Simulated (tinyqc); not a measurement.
Comparisons within one model: density of states of one tight-binding band on the simple cubic lattice. A value that a table varies takes the place of the one given here.

E(k) = -2 t (c1 + c2 + c3) - 4 t2 (c1 c2 + c2 c3 + c3 c1) with ci = cos(2 pi ki); k in fractions of the reciprocal vectors, mesh k_i = j/N with j = 0 .. N-1. Densities are per cell and per spin, so the band holds one state.

Each cube of the mesh, corners numbered 0 to 7 as the binary number (i j l), is cut into six tetrahedra around the diagonal 0-7: 0137, 0157, 0237, 0267, 0457, 0467. For corner energies e1 <= e2 <= e3 <= e4 and eij = ei - ej, the share of the tetrahedron below E is n = (E - e1)^3/(e21 e31 e41) for e1 < E < e2; n = [e21^2 + 3 e21 x + 3 x^2 - (e31 + e42) x^3/(e32 e42)]/(e31 e41) with x = E - e2 for e2 < E < e3; n = 1 - (e4 - E)^3/(e41 e42 e43) for e3 < E < e4; its density of states is g = dn/dE.

Gaussian broadening: g(E) = mean over the mesh of exp(-(E - E_k)^2/(2 sigma^2))/(sigma sqrt(2 pi)), n(E) = mean of erfc((E_k - E)/(sigma sqrt 2))/2.

Inputs chosen for the exercise:
- t = 0.61 eV (nearest hopping)
- t2 = -0.03 eV (second hopping)
- N2 = 8 (mesh points along each axis in this comparison)
- sigma = 0.305 eV (Gaussian width)
- E = -2.13 eV (energy at which the density is wanted)

## Three ways to the same curve

N = N2 here; the reference is the linear method with N = 36.

g(E) (1/eV):

| E (eV) | reference | linear tetrahedra | Gaussian, sigma | Gaussian, sigma/4 | reference n(E) |
|---|---|---|---|---|---|
| -2.634 | 0.070 | 0.063 | 0.069 | 0.070 | 0.029 |
| -1.968 | 0.122 | 0.120 | 0.131 | 0.227 | 0.092 |
| -1.303 | 0.249 | 0.230 | 0.213 | 0.329 | 0.203 |
| -0.637 | 0.241 | 0.248 | 0.226 | 0.130 | 0.366 |
| 0.028 | 0.234 | 0.248 | 0.254 | 0.349 | 0.524 |
| 0.693 | 0.230 | 0.242 | 0.221 | 0.207 | 0.678 |
| 1.359 | 0.154 | 0.151 | 0.153 | 0.037 | 0.817 |
| 2.024 | 0.097 | 0.097 | 0.111 | 0.044 | 0.898 |
| 2.690 | 0.064 | 0.060 | 0.058 | 0.063 | 0.951 |
| 3.355 | 0.038 | 0.035 | 0.041 | 0.008 | 0.984 |

What can be read from the table?

Root-mean-square errors against the reference: 0.0093 for linear tetrahedra, 0.0153 for sigma and 0.0781 for sigma/4. The narrow Gaussian is worse than the wide one, because it resolves the separate mesh levels. The reference is highest at -1.303 eV of the energies listed, and half filling lies between -0.637 and 0.028 eV.

## Convergence with the mesh

At the energy E; the plain count is the share of mesh points below E; the reference is the linear method with N = 36.

Results:

| N | points | g linear | n linear | g Gaussian | n Gaussian | n plain count |
|---|---|---|---|---|---|---|
| 4 | 64 | 0.0794 | 0.0321 | 0.1060 | 0.0849 | 0.1094 |
| 6 | 216 | 0.1010 | 0.0551 | 0.1130 | 0.0795 | 0.0880 |
| 8 | 512 | 0.1038 | 0.0624 | 0.1121 | 0.0772 | 0.0645 |
| 12 | 1728 | 0.1059 | 0.0687 | 0.1106 | 0.0777 | 0.0851 |
| 16 | 4096 | 0.1067 | 0.0708 | 0.1106 | 0.0777 | 0.0745 |
| 20 | 8000 | 0.1069 | 0.0718 | 0.1106 | 0.0777 | 0.0764 |

reference n and g: 0.0730  0.1073

What can be read from the table?

The linear n(E) stays within 0.002 of the reference from N = 20 on. The Gaussian g stays within 1 % of its last value from N = 12 on; it tends to the broadened curve, not the true one. At the last mesh it lies +0.003 1/eV from the reference g and the linear g 0.000. The plain count errs by +0.0033 at the last mesh.

## Critical points

The gradient vanishes at these points by symmetry; the signs of the eigenvalues of the second-derivative matrix give the type.

Critical points:

| point | k | E (eV) | positive | negative | type |
|---|---|---|---|---|---|
| Gamma | (0, 0, 0) | -3.3000 | 3 | 0 | minimum |
| X | (0.5, 0, 0) | -1.3400 | 2 | 1 | saddle |
| M | (0.5, 0.5, 0) | 1.1000 | 1 | 2 | saddle |
| R | (0.5, 0.5, 0.5) | 4.0200 | 0 | 3 | maximum |

How do the results move?

Gamma is a minimum at -3.300 eV: its contribution to g starts as a square root. X is a saddle at -1.340 eV: g has a square-root kink there. M is a saddle at 1.100 eV: g has a square-root kink there. R is a maximum at 4.020 eV: its contribution to g ends as a square root.

## What moves the count of states

Linear method and Gaussian sum with N = 14. Each row changes one parameter from the base and keeps the others.

Results:

| case | n linear | g linear (1/eV) | n Gaussian | g Gaussian (1/eV) |
|---|---|---|---|---|
| base | 0.0700 | 0.1062 | 0.0777 | 0.1106 |
| t = 0.671 eV | 0.0930 | 0.1115 | 0.1008 | 0.1163 |
| E = -2.069 eV | 0.0766 | 0.1110 | 0.0846 | 0.1164 |
| sigma = 0.61 eV | 0.0700 | 0.1062 | 0.0914 | 0.1178 |
| t2 = 0.001 eV | 0.0810 | 0.0969 | 0.0878 | 0.1004 |

What can be read from the table?

The largest shifts from the base row, up to three for each result and ties (the steps differ in size, so this ranks the rows, not the parameters). n linear: t +0.0231, t2 +0.0111, E +0.0066; unchanged at the printed digits by sigma. g linear (1/eV): t2 -0.0093, t +0.0054, E +0.0049; unchanged at the printed digits by sigma. n Gaussian: t +0.0231, sigma +0.0138, t2 +0.0101. g Gaussian (1/eV): t2 -0.0102, sigma +0.0072, E +0.0058.

Computed by tinyqc, a small Python program: `OMP_NUM_THREADS=1 python tinyqc.py 1651201 1651202 out.jsonl` (the numbers bound the seed that draws the inputs); one thread of a shared host (Intel(R) Xeon(R) Processor @ 2.30GHz), about 0.2 s for the whole set of steps.
